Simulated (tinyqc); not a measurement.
Size of the test strain: deformation potentials from a strained empirical pseudopotential.

Diamond lattice, no spin-orbit coupling. Atomic form factor V(q) = a1 (q^2 - a2)/(a3 exp(a4 q^2) - 1) in rydberg with q in 1/bohr, for the unstrained cell. Under a strain e the reciprocal vectors and k go over into (1 + e)^(-1) G, the atoms sit at +/- tau with tau = (1 + e) a (1,1,1)/8 - zeta a (eyz, ezx, exy)/4, and H(G,G') = c |k + G|^2 delta + (V(q)/det(1 + e)) cos(q.tau), q = G - G', with the term q = 0 left out; c = hbar^2/2m0. The basis is fixed before straining: all G with |k + G|^2 up to 16 (2 pi/a)^2. k is given in units of 2 pi/a of the unstrained cell.

Constants: hbar^2/2m0 = 3.80998211 eV angstrom^2; Ry = 13.60569312 eV; a0 (Bohr radius) = 0.5291772105 angstrom.

Inputs chosen for the exercise (out of a larger set: near those of Si; not measured data): a = 5.425 angstrom (lattice constant); A = (0.54, 2.173, 2.049, 0.492) (a1 (Ry bohr^2), a2 (1/bohr^2), a3, a4 (bohr^2)); kD = 0.82 2 pi/a (position of the Delta minimum).

e = diag(-h/2, -h/2, h). Xu = [E(Delta z) - E(Delta x)]/(1.5 h) at fixed kD, b = [E(Z) - E(X, Y)]/(4.5 h); one-sided from +h alone, central from +h and -h.

Results (eV):

| h | Xu one-sided | Xu central | b one-sided | b central |
|---|---|---|---|---|
| 0.0010 | 8.012 | 8.017 | -3.284 | -3.280 |
| 0.0025 | 8.005 | 8.018 | -3.290 | -3.280 |
| 0.0050 | 7.992 | 8.018 | -3.300 | -3.280 |
| 0.0100 | 7.967 | 8.019 | -3.321 | -3.280 |
| 0.0200 | 7.919 | 8.023 | -3.362 | -3.281 |
| 0.0300 | 7.874 | 8.030 | -3.404 | -3.282 |

From h = 0.001 to 0.03 the one-sided Xu drifts by -0.138 eV and the central one by +0.012 eV; for b the drifts are -0.121 and -0.002 eV. The central difference cancels the term of second order in the strain, so its error goes as h^2. At h = 0.02 the linear law errs by 1.2 % for the valley splitting and 2.5 % for the valence splitting.

(tinyqc, `OMP_NUM_THREADS=1 python tinyqc.py 1850740 1850741 out.jsonl`, Intel(R) Xeon(R) Processor @ 2.30GHz, 1 thread, shared host, about 0.2 s.)
